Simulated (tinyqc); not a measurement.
Worked calculation: implant damage, amorphisation by cascade overlap, and solid-phase epitaxial regrowth. Computed by tinyqc, a small Python program that keeps every step. Command: `OMP_NUM_THREADS=1 python tinyqc.py 3112273 3112274 out.jsonl sper walk`. One thread of a shared host (Intel(R) Xeon(R) Processor @ 2.30GHz), about 0.01 s of CPU time with the checks. Intermediate numbers are printed to about 7 digits and carried at full precision; extremes and crossings named in words are read from the listed rows.

Range and width of the damage are inputs. Dynamic annealing enters only through the surviving share f.

Inputs (values chosen for the exercise, modelled on silicon ions in silicon): atomic density N = 49.9 1/nm^3; ion Z1 = 14; ion mass M1 = 28 u; target Z2 = 14; target mass M2 = 28.09 u; ion energy E = 10 keV; displacement energy E_d = 17 eV; depth of the damage peak R_d = 8 nm; width of the damage profile s_d = 4.9 nm; share of defects that survive f = 0.56; critical displaced share x_c = 0.13; dose Q = 9.6e+14 1/cm^2; overlaps needed n = 3; area amorphised by one track A_i = 1.3 nm^2; regrowth prefactor v0 = 3.5e+15 nm/s; regrowth energy E_a = 2.68 eV; anneal temperature = 673 C; rate relative to (100) = 1; peak enhancement by the dopant = 4.4; ramp rate = 22 K/s.

Constants: a_0 = 0.529177210903 angstrom; e^2/(4 pi eps_0) = 14.39964548 eV angstrom; k_B = 8.617333262e-05 eV/K.

## Damage energy and displacements per ion

Robinson partition: eps = E a M2/(Z1 Z2 (e^2/(4 pi eps_0)) (M1 + M2)), a = 0.8853 a_0/sqrt(Z1^(2/3) + Z2^(2/3)); k = 0.0793 Z1^(2/3) Z2^(1/2) (M1 + M2)^(3/2)/((Z1^(2/3) + Z2^(2/3))^(3/4) M1^(3/2) M2^(1/2)); damage energy T_d = E/(1 + k (eps + 0.40244 eps^(3/4) + 3.4008 eps^(1/6))); displacements nu = 0.8 T_d/(2 E_d).

reduced energy eps = 0.2438891

k = 0.1465215

damage energy T_d = 6.896244 keV

T_d/E = 0.6896244

displacements per ion nu = 162.2646

31 % of the energy goes to electrons.

## The amorphous layer

Displaced share x(z) = f nu Q exp(-(z - R_d)^2/(2 s_d^2))/(sqrt(2 pi) s_d N); the layer is amorphous where x > x_c, between R_d -/+ s_d sqrt(2 ln(x_max/x_c)), the upper edge being cut at the surface. Threshold dose Q_c = Q x_c/x_max.

peak displaced share x_max = 1.423300

threshold dose Q_c = 8.768356e+13 1/cm^2

upper edge = 0 nm

lower edge = 18.72014 nm

The layer reaches the surface. Caution: x above 1 counts atoms displaced more than once.

## Damage left below the interface

Displaced atoms per area beyond the lower edge z2: f nu Q (1/2) erfc((z2 - R_d)/(sqrt2 s_d)); they are not removed by regrowth.

share of the damage beyond z2 = 0.01434268

displaced atoms beyond z2 = 1.251161e+15 1/cm^2

## Layer against dose

The formulas are those given above.

Dose series; the last column is f nu Q erfc((z2 - R_d)/(sqrt2 s_d))/2:
```
Q (1/cm^2)     x_max  upper edge (nm)  lower edge (nm)  displaced atoms beyond z2 (1/cm^2)
9.65e+13    0.143071         5.855069         10.14493                        2.900598e+15
1.32e+14    0.195704         3.567910         12.43209                        2.193368e+15
2.19e+14    0.324690         1.370181         14.62982                        1.751688e+15
3.51e+14    0.520394         0.000000         16.16126                        1.527762e+15
6.14e+14    0.910319         0.000000         17.66744                        1.353025e+15
1.05e+15    1.556734         0.000000         18.91900                        1.233481e+15
2.19e+15    3.246903         0.000000         20.43079                        1.112815e+15
4.38e+15    6.493806         0.000000         21.70436                        1.027047e+15
```

A dose 45 times larger moves the lower edge from 10.1 to 21.7 nm, as the root of a logarithm, and the damage beyond it falls by a factor 2.8, since the edge lies on an ever steeper tail. The layer reaches the surface at Q_c exp(R_d^2/(2 s_d^2)) = 3.32e14 per cm^2.

## Overlap model

Gibbons model: a point turns amorphous after n + 1 hits; with y = A_i Q the amorphous share is 1 - exp(-y) sum_(k=0..n) y^k/k!. Doses are set by y.

Amorphous share:
```
y      Q (1/cm^2)  direct impact (n = 0)       given n
0.1  7.692308e+12              0.0951626  3.846834e-06
0.3  2.307692e+13              0.2591818  2.658112e-04
0.6  4.615385e+13              0.4511884  3.358069e-03
1.0  7.692308e+13              0.6321206  1.898816e-02
2.0  1.538462e+14              0.8646647  1.428765e-01
3.0  2.307692e+14              0.9502129  3.527681e-01
5.0  3.846154e+14              0.9932621  7.349741e-01
8.0  6.153846e+14              0.9996645  9.576199e-01
```

At small y the share grows as y^4; between the first rows the exponent is 3.86.

## Isothermal regrowth

v = v0 x orientation factor x exp(-E_a/(k_B T)) x [1 + (enhancement - 1) exp(-(z - R_d)^2/(2 s_d^2))], T = anneal temperature + 273.15 K; the dopant is taken to follow the damage profile; the lower front moves from the lower edge z2 to the surface, or to the middle (z1 + z2)/2 of a buried layer with upper edge z1; time = int dz/v; the equivalent undoped distance is that time times the undoped velocity.

undoped velocity = 18.56675 nm/s

distance to regrow = 18.72014 nm

time without enhancement = 1.008262 s

equivalent undoped distance = 6.877012 nm

time with enhancement = 0.3703940 s

The rate doubles for each 20 K or so near this temperature.

## Regrowth during a ramp

On a linear ramp from 200 C regrowth ends at the T_f where int v_undoped dT/(ramp rate) equals the equivalent undoped distance.

temperature at which regrowth ends = 641.3335 C

Checks made by the program: tail against quadrature of x(z) N (relative difference below 1e-10).
